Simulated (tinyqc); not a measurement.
Koster-Slater impurity in an sp3s* host: sweeps and comparisons. A value that a table varies takes the place of the one given here.

sp3s* tight binding, nearest neighbours only: anion (a) at 0, cation (c) at a/4 (1,1,1), orbitals s, px, py, pz, s* on each; k in units of 2 pi/a. With phases e_j = exp(i (pi/2) k.n_j) for n = (1,1,1), (1,-1,-1), (-1,1,-1), (-1,-1,1): g0 = (e1+e2+e3+e4)/4, g1 = (e1+e2-e3-e4)/4, g2 = (e1-e2+e3-e4)/4, g3 = (e1-e2-e3+e4)/4. The diagonal holds the levels Esa, Epa, Exa (s*) and Esc, Epc, Exc. Anion-cation block: <sa|sc> = Vss g0; <sa|xc> = Vsapc g1; <xa|sc> = -Vscpa g1; <xa|xc> = Vxx g0; <xa|yc> = <ya|xc> = Vxy g3, <xa|zc> = <za|xc> = Vxy g2, <ya|zc> = <za|yc> = Vxy g1; <s*a|xc> = Vxapc g1; <xa|s*c> = -Vpaxc g1; y and z take g2 and g3 in place of g1; s-s* and s*-s* vanish.

A defect on a cation site (c) shifts the s level there by Vs or the three p levels by Vp and leaves the rest. A level in the gap solves 1/Vs = G_s(E) (symmetry A1) or 1/Vp = G_p(E) (T2, threefold), with G(E) = (1/N^3) sum over k and bands of w/(E - e), where w is the weight of the state on the s orbital of that site, or the mean weight on its px, py, pz. Mesh: k = f1 (-1,1,1) + f2 (1,-1,1) + f3 (1,1,-1), f = (j + 1/2)/N, j = 0 to N - 1. Energies from the top of the valence band at Gamma; the s* orbital of the site is left as it is. An infinite shift removes the s or p orbitals, the model of the ideal vacancy: G(E) = 0.

Inputs chosen for the exercise (out of a larger set: near a published set for Si; not measured data): p = (-4.196, 1.713, -4.196, 1.713, 6.675, 6.675, -8.349, 1.719, 4.564, 5.71, 5.71, 5.415, 5.415) eV (order Esa, Epa, Esc, Epc, Exa, Exc, Vss, Vxx, Vxy, Vsapc, Vscpa, Vxapc, Vpaxc); N = 4 (mesh); V = -8.7 eV (shift of the s level).

## Level against strength of the defect

Eg (smallest gap of the host) = 1.13077 eV

A dash: no level in the gap from 0 to Eg. The last row is the ideal vacancy.

Levels (eV above the valence band):

| shift (eV) | A1 | T2 |
|---|---|---|
| -40 | - | 0.648 |
| -20 | - | 0.778 |
| -12 | 0.116 | 0.918 |
| -8 | 0.485 | 1.042 |
| -5 | 0.861 | - |
| -3 | 1.129 | - |
| +3 | - | - |
| +5 | - | - |
| +8 | - | - |
| +12 | - | 0.057 |
| +20 | - | 0.213 |
| +40 | - | 0.354 |
| vacancy | - | 0.503 |

What can be read from the table?

A1: a level lies in the gap for the attractive shifts -3, -5, -8 and -12 eV, and no repulsive one does; G has no zero in the gap, so there is no vacancy level there and a strong enough shift drives the level out through the far edge. T2: a level lies in the gap for the attractive shifts -8, -12, -20 and -40 eV and for the repulsive +12, +20 and +40 eV; both branches tend to the vacancy level, 0.503 eV, which pins them. A level passes the edges where the shift equals 1/G, a value that is sensitive to the mesh there: on this one 1/G(0) = -13.7 and 1/G(Eg) = -3.0 eV for s, 10.1 and -5.8 eV for p.

## Convergence with the mesh

The same level (G_s = 1/V) on meshes of growing size; a dash: no level from 0 to Eg.

Mesh:

| N | points | G_s(Eg/2) (1/eV) | level (eV) |
|---|---|---|---|
| 2 | 8 | -0.14040 | 0.3845 |
| 3 | 27 | -0.13765 | 0.4064 |
| 4 | 64 | -0.13700 | 0.4100 |
| 6 | 216 | -0.13698 | 0.4105 |
| 8 | 512 | -0.13698 | 0.4105 |

What can be read from the table?

Against N = 8, G at mid-gap is off by -0.00342 at N = 2 and 0.00000 1/eV at N = 6; the level moves by 0.0 meV from N = 6 to 8. Errors in G are magnified in the level by 1/|dG/dE|, and a level near a band edge needs the finest mesh, since the sum there is ruled by few points.

(tinyqc, `OMP_NUM_THREADS=1 python tinyqc.py 1480845 1480846 out.jsonl`, Intel(R) Xeon(R) Processor @ 2.30GHz, 1 thread, shared host, about 0.1 s.)
